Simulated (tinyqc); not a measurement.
Inside a calculation. Model: mobility of a non-polar semiconductor in the relaxation-time approximation. Computed by tinyqc, a small Python program that keeps every step. Command: `OMP_NUM_THREADS=1 python tinyqc.py 3018501 3018502 out.jsonl rta walk`. One thread of a shared host (Intel(R) Xeon(R) Processor @ 2.30GHz), about 0.01 s of CPU time with the checks. Intermediate numbers are printed to about 7 digits and carried at full precision; extremes and crossings named in words are read from the listed rows.

Each valley is treated as a sphere of mass m_d for states and rates, with one isotropic relaxation time; the conductivity mass m_c sets the current.

Inputs (values chosen for the exercise, modelled on electrons in silicon):
```
quantity                                            value       unit
longitudinal mass m_l                               0.909        m_0
transverse mass m_t                                 0.189        m_0
equivalent valleys Z                                    6          -
static permittivity eps_s                            11.7          -
density rho                                          2329     kg/m^3
sound velocity v_l                                   9120        m/s
acoustic deformation potential D_A                    9.1         eV
phonon energy hbar w                                 61.4        meV
optical or intervalley deformation potential D_o      4.4  1e8 eV/cm
final valleys Z_f                                       5          -
carrier density n                                 4.7e+19     1/cm^3
compensation ratio C                                    0          -
temperature T                                         400          K
neutral impurity density N_n                      2.3e+16     1/cm^3
```

Band: parabolic. Impurity formula: Brooks-Herring. Further scattering: neutral impurities.

Constants: k_B = 8.617333262e-05 eV/K; m_0 = 9.1093837015e-31 kg; e = 1.602176634e-19 C; hbar = 1.054571817e-34 J s; eps_0 = 8.8541878128e-12 F/m; k_B = 1.380649e-23 J/K; hbar = 6.582119569e-16 eV s.

## Masses

m_d = (m_l m_t^2)^(1/3); 1/m_c = (1/m_l + 2/m_t)/3; Hall mass factor A = 3 K_m (K_m + 2)/(2 K_m + 1)^2, K_m = m_l/m_t; N_I = n (1 + C)/(1 - C).

density-of-states mass m_d = 0.3190283 m_0

conductivity mass m_c = 0.2568027 m_0

Hall mass factor A = 0.8713025

ionised impurity density N_I = 4.70e+19 1/cm^3

## Fermi level and screening

Parabolic band: E = hbar^2 k^2/(2 m), speed v = hbar k/m, states per spin, volume and energy g(E) = m k/(2 pi^2 hbar^2). Here m = m_d. Masses are multiplied by m_0 and all formulas are in SI units. The reduced Fermi level eta = E_F/(k_B T) solves n = 2 Z int g f dE with f = 1/(1 + exp(x - eta)) (Z = 1 unless valleys are given); screening length L_s = sqrt(eps_s eps_0 k_B T/(e^2 dn/deta)), dn/deta = 2 Z int g f (1 - f) dE. Integrals over x = E/(k_B T) use 160 Gauss-Legendre points in u = sqrt(x) from 0 to sqrt(max(eta, 0) + 32).

reduced Fermi level eta = 0.5096941

screening length L_s = 0.8106682 nm

The gas is between the classical and degenerate limits.

## Rates at a few energies

Phonon occupation N_q = 1/(exp(hbar w/(k_B T)) - 1). Acoustic deformation potential (elastic, equipartition, absorption and emission together): 1/tau = 2 pi k_B T D_A^2 g(E)/(hbar rho v_l^2). Optical or intervalley deformation potential: 1/tau = (pi Z_f D_o^2/(rho w)) [N_q g(E + hbar w) + (N_q + 1) g(E - hbar w)], with g = 0 below the band edge. Each optical term is multiplied by (1 - f(E'))/(1 - f(E)), E' the final energy, for Pauli blocking. Singly charged impurities, momentum relaxation: 1/tau = N_I e^4 m (1 + 2 alpha E) Phi/(8 pi (eps_s eps_0)^2 hbar^3 k^3), with alpha = 0 for a parabolic band. Brooks-Herring: Phi = ln(1 + b) - b/(1 + b), b = 4 k^2 L_s^2. Neutral impurities (Erginsoy): 1/tau = 20 N_n a_B hbar/m, a_B = 4 pi eps_s eps_0 hbar^2/(m e^2).

Rates (1e12/s) at E = (max(eta, 0) + 0.5, 1, 2, 4) k_B T:
```
E (meV)   acoustic   optical  ionised impurity  neutral impurity
34.8035   2.580429  1.260364          24.41315         0.3239468
52.0381   3.155306  1.209409          22.69695         0.3239468
86.5075   4.068248  2.841133          18.94405         0.3239468
155.4461  5.453441  5.979942          13.65458         0.3239468
```

## Mobility for each process alone

mu = (m_d/m_c) (2 Z e/(3 n k_B T)) int g v^2 tau f (1 - f) dE. Averages over x are split at the emission threshold x_0 = hbar w/(k_B T): 64 Gauss-Legendre points in sqrt(x) below it and 128 in sqrt(x - x_0) above it, up to x = max(eta, 0) + 32.

acoustic mobility = 1747.616 cm^2/(V s)

optical mobility = 2811.910 cm^2/(V s)

ionised impurity mobility = 401.5199 cm^2/(V s)

neutral impurity mobility = 21142.10 cm^2/(V s)

## All processes together

Rates are added at each energy before the average. With <y> = int g v^2 y f (1 - f) dE: Hall factor r_H = A (3 n k_B T/(2 Z m_d)) <tau^2/(1 + 2 alpha E)>/<tau>^2 (alpha = 0 for a parabolic band); Hall mobility r_H mu; |S| = (k_B/e) (<x tau>/<tau> - eta); resistivity 1/(n e mu).

drift mobility mu = 260.6096 cm^2/(V s)

Hall factor r_H = 0.8725819

Hall mobility = 227.4032 cm^2/(V s)

Seebeck coefficient |S| = 217.0569 microvolt/K

resistivity = 5.095671e-04 ohm cm

Taking r_H = 1 in a Hall measurement would give a density 1.15 times the true one. Caution: Erginsoy's formula holds for k a_B below about 0.5 and for dopants that stay neutral, which means low temperature; elsewhere it is only a rough constant rate. Caution: above a few 1e18 per cm^3 the Born approximation, static screening and an unperturbed band are rough; measured mobilities are usually lower.

## Matthiessen's rule against the full average

Matthiessen's rule adds 1/mu of the separate processes.

Separate mobilities:
```
process           mu (cm^2/(V s))  share of the sum of 1/mu (%)
acoustic                  1747.62                      16.51073
optical                   2811.91                      10.26150
ionised impurity           401.52                      71.86299
neutral impurity         21142.10                       1.36478
```

mobility by Matthiessen's rule = 288.5442 cm^2/(V s)

excess of Matthiessen's rule over the full mu = 10.71895 %

The rule gives 288.5 against the full 260.6, 10.7 % too high; it can only overestimate, since each separate average is carried by the energies where that process is weak. The largest shares are ionised impurity (72 %) and acoustic (17 %).

Checks made by the program: n against 2 Z (m k_B T/2 pi hbar^2)^(3/2) (2/sqrt(pi)) F_1/2(eta) by adaptive quadrature (relative difference below 1e-10); acoustic mobility against its closed form in Fermi integrals (relative difference below 1e-10); the sum rule (2 Z/(3 k_B T)) int g v^2 (1 + 2 alpha E) f (1 - f) dE = n/m_d (relative difference below 1e-10).
